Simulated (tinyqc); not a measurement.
Slope factor and drain-induced lowering from three currents.

Problem. With source and body at 0 V, I = A exp((Vg + dd Vd)/(nf Vt)) (1 - exp(-Vd/Vt)). Find nf, the swing nf Vt ln 10 and dd.

Inputs (values chosen for the exercise): temperature T = 358 K.

Constants: q = 1.602176634e-19 C, kB = 1.380649e-23 J/K, Vt = kB T/q. Results are converted to the units shown.

currents at (Vg, Vd) = (0, 0.05), (0, 0.8) and (0.06, 0.8) V (nA/um): [0.0086252803, 0.062596637, 0.25622426]

Answer. The pair at equal Vd gives nf; the pair at equal Vg, after dividing out the factors 1 - exp(-Vd/Vt), gives dd.

nf = 1.38
swing = 98.0 mV/decade
dd = 0.100

tinyqc, about 0.03 s, one thread, Intel Xeon 2.30GHz (shared host): `OMP_NUM_THREADS=1 python tinyqc.py 2242127 2242128 out.jsonl`
